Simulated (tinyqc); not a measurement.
Frequency dispersion of an accumulation capacitance by border traps, distributed model: one step of the calculation.

Traps spread evenly through the insulator exchange electrons with the semiconductor by tunnelling, with tau(x) = t0 exp(2 ka x) at depth x from the interface. The admittance per area Y seen at depth x obeys dY/dx = -Y^2/(i w eps0 eox) + q Nb ln(1 + i w tau)/tau, with Y(0) = i w Cs and w = 2 pi f; the gate sees Y(tox) = G + i w C. Working variable y = Y/(i w), in uF/cm^2. Cox = eps0 eox/tox.

Problem. Capacitance and conductance at the gate. Beyond xe the traps are ignored, so 1/y(tox) = 1/y(xe) + (tox - xe)/(eps0 eox); C = Re y, G/w = -Im y, loss tangent G/(w C).

Inputs (values chosen for the exercise); permittivity close to that of aluminium oxide: relative permittivity of the insulator eox = 8.86; insulator thickness tox = 8.5 nm; depth down to which the steps are taken xe = 1.7 nm.

Constants: eps0 = 8.8541878128e-14 F/cm where lengths are in cm. Results are converted to the units shown.

y at xe = 2.7197965-0.1043739i uF/cm^2

Wanted: y at the gate; C; G/w; loss tangent.

Solution.

y at the gate = 0.81030-0.00925i uF/cm^2
C = 0.81030 uF/cm^2
G/w = 0.0092519 uF/cm^2
loss tangent = 0.011418

Program tinyqc, `OMP_NUM_THREADS=1 python tinyqc.py 2202226 2202227 out.jsonl`; Intel Xeon 2.30GHz, shared host, one thread, about 0.6 s.
